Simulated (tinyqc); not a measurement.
Cell-based percolation model of oxide breakdown: two steps of the calculation.

The oxide, of thickness n a, is cut into cubic cells. A cell is defective with the chance l = 1 - exp(-a^3 N), N = N1 (t/1 s)^al. A column of n defective cells breaks the oxide down, and the area holds M = A/a^2 independent columns: 1 - F = (1 - l^n)^M.

Parameters, values chosen for the exercise:
```
symbol   value   unit                    meaning
a          1.6     nm             edge of a cell
n            3            cells across the oxide
A           21   um^2                       area
al        0.79         exponent of defect growth
N1      2.5e18  cm^-3   defect density after 1 s
```

Task 1. Critical defect density. At F = 1 - 1/e: l_c = (1 - exp(-1/M))^(1/n), N_bd = -ln(1 - l_c)/a^3, t63 = (N_bd/N1)^(1/al). W = ln(-ln(1 - F)); for small l, W = ln M + n ln(a^3 N), so the Weibull slope is n al.

Wanted: thickness; M; l_c; N_bd; N_bd times thickness; t63; n al.

Result 1.

thickness = 4.8000 nm
M = 8.2031e6
l_c = 0.0049584
N_bd = 1.2136e18 cm^-3
N_bd times thickness = 5.8251e11 cm^-2
t63 = 0.40057 s
n al = 2.3700

Task 2. The distribution. N, l, F and W = ln(-ln(1 - F)) at each time; the slope is taken between the end points.

t, point 0 to 6 (s): 0.0082  0.022  0.057  0.15  0.3  0.4  0.59

Find: N; l; F; W; slope.

Result 2.

```
point  N (cm^-3)         l         F       W
0       5.622e16  2.302e-4  1.001e-4  -9.209
1       1.226e17  5.020e-4  0.001037  -6.871
2       2.601e17  0.001065  0.009851  -4.615
3       5.585e17  0.002285   0.09325  -2.324
4       9.658e17  0.003948    0.3963  -0.684
5       1.212e18  0.004953    0.6309  -0.003
6       1.648e18  0.006727    0.9177   0.915
```

slope = 2.368

The slope is 0.096 % below n al, since l grows a little more slowly than N.

Computed by the program tinyqc: `OMP_NUM_THREADS=1 python tinyqc.py 2070105 2070106 out.jsonl`, one thread of a shared Intel Xeon 2.30GHz, about 0.01 s for the whole run.
